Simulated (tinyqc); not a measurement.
From one set of inputs to another, one input at a time: wafer bonding and layer transfer: bond energy, gap closing, particles, bonding of dissimilar wafers and hydrogen blisters. Computed by tinyqc, a small Python program. Command: `OMP_NUM_THREADS=1 python tinyqc.py 3006532 3006533 out.jsonl bond ladder`. One thread of a shared host (Intel(R) Xeon(R) Processor @ 2.30GHz), about 0.01 s of CPU time with the checks.

gamma is the energy per area of each of the two surfaces; plates are isotropic, and both wafers have E1 and t1.

The inputs printed are set A. Inputs not listed in the table keep their values of set A, so the rows need not describe a real material.

Inputs (values chosen for the exercise, with wafer 1 close to silicon):
```
quantity                    value        unit
Young's modulus E1            134         GPa
Poisson ratio nu             0.26           -
thickness t1                  525  micrometre
blade thickness t_b            50  micrometre
crack length L               7.65          mm
particle radius h            0.18  micrometre
radius of a shallow gap R    0.55          mm
half height of the gap h_g    3.2          nm
```

Pair: two equal wafers.

Method:
- Two cantilevers opened by t_b: gamma = 3 t_b^2 E1 t1^3 E2 t2^3/(16 L^4 (E1 t1^3 + E2 t2^3)).
- E' = E1/(1 - nu^2), equal wafers of thickness t1 assumed. A gap of radius R closes if h_g < h_c: h_c = R^2/sqrt((2/3) E' t1^3/gamma) for R > 2 t1 (plate bending), h_c = 3.6 sqrt(R gamma/E') for R < 2 t1 (local deformation).
- E' = E1/(1 - nu^2), equal wafers assumed. Void radius in the plate regime: R_v = [(2/3) E' t1^3/gamma]^(1/4) h^(1/2). Below h_crit = 5 sqrt(t1 gamma/E') the wafers deform locally and R_v is of the order of h (taken as h).

Each row keeps all changes above it:
```
input moved                     from    to  bond energy gamma (J/m^2)  void radius (micrometre)  closable height h_c (nm)
set A                              -     -                      1.327                 1.800e-01                     256.5
Young's modulus E1 (GPa)         134   150                      1.485                 1.800e-01                     256.5
thickness t1 (micrometre)        525   300                      0.277                 7.628e+02                     110.8
crack length L (mm)             7.65  9.99                      0.095                 9.961e+02                      65.0
particle radius h (micrometre)  0.18   2.6                      0.095                 3.786e+03                      65.0
```

Where does the difference come from?

Bond energy gamma goes from 1.33 to 0.0953, a factor 0.0718 in all. The largest single move comes from thickness t1 (a factor 0.187). Void radius goes from 0.180 to 3790, a factor 21000 in all. The largest single move comes from thickness t1 (a factor 4240). Closable height h_c goes from 257 to 65.0, a factor 0.253 in all. The largest single move comes from thickness t1 (a factor 0.432). The single moves hold for this order of the switches; the total does not depend on the order.

Caution (rows set A, Young's modulus E1): the crack is short against the thickness, so root rotation and shear add to the beam formula.

Extremes, crossings and ranges named in words are read from the listed rows.
